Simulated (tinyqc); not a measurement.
The choice of windows: ionisation potential and affinity of a slab from the planar-averaged potential.

A model of the planar-averaged electrostatic energy of an electron in a periodic cell of N1 periods of A (L1 = N1 n1 h) and N2 periods of vacuum (L2 = N2 n2 h), on z_j = j h: V(z) = f VA + (1 - f) VB + F t(z), VA = V1[0] + V1[1] cos(2 pi z/(n1 h)) + V1[2] cos(4 pi z/(n1 h)), VB the same with V2, n2 and z - L1. f = [tanh(z/w) - tanh((z - L1)/w) + tanh((z - L1 - L2)/w)]/2 + 1/2; t(z) = z - L1/2 in A and (L1/L2)(L1 + L2/2 - z) beyond, so that the cell is periodic.

Running mean over n points, periodic: for odd n the plain mean of the n points centred on j; for even n the n + 1 points with half weight at both ends. The macroscopic average applies the mean over n1 points and then over n2 points.

Values chosen for the exercise (gap near that of InAs; shifted at random, so the results belong to these values and not to a real crystal):

| symbol | value | unit | meaning |
|---|---|---|---|
| h | 0.3 | angstrom | grid step |
| n1 | 5 |  | grid points per period of A |
| n2 | 6 |  | grid points per period of the vacuum filter |
| N1 | 4 |  | periods of A |
| N2 | 5 |  | periods of vacuum |
| V1 | (-8.23, 4.3, -0.78) | eV | mean and two harmonics of the potential in A |
| V2 | (0, 0, 0) | eV | the same in vacuum |
| w | 0.52 | angstrom | width of the interfaces |
| F | -0.027 | eV/angstrom | slope in A from opposite charges on the two interfaces |

dV read at j = 10 and 35 after means over the numbers of points listed; ripple is the spread over the five points around each.

Results:

| windows | dV (eV) | ripple in A (meV) | ripple in vacuum (meV) |
|---|---|---|---|
| none | 4.710 | 7255 | 22 |
| 5 only | 8.229 | 32 | 22 |
| 6 only | 8.849 | 1095 | 22 |
| 6, 7 | 8.095 | 228 | 22 |
| 5, 6 | 8.228 | 33 | 22 |

Which rows can be used, and how does a wrong window show?

The last row matches both periods and lies -2 meV from the value of a thick cell, V2[0] - V1[0] = 8.230 eV. Against it the raw potential errs by -3.52 eV. Within 20 meV of it lie: 5 only. A window one point too long leaves a ripple of 1095 meV in A, against 33 meV in the last row (of which the slope F makes 32 meV): the ripple is the sign to look for. Rows to use, with under 30 meV of ripple in both regions once the tilt is taken off: 5 only and 5, 6. A row with a large ripple can hit the right value only by chance.

Program tinyqc; command `OMP_NUM_THREADS=1 python tinyqc.py 1850703 1850704 out.jsonl`; about 0.01 s on one thread of a shared Intel(R) Xeon(R) Processor @ 2.30GHz.
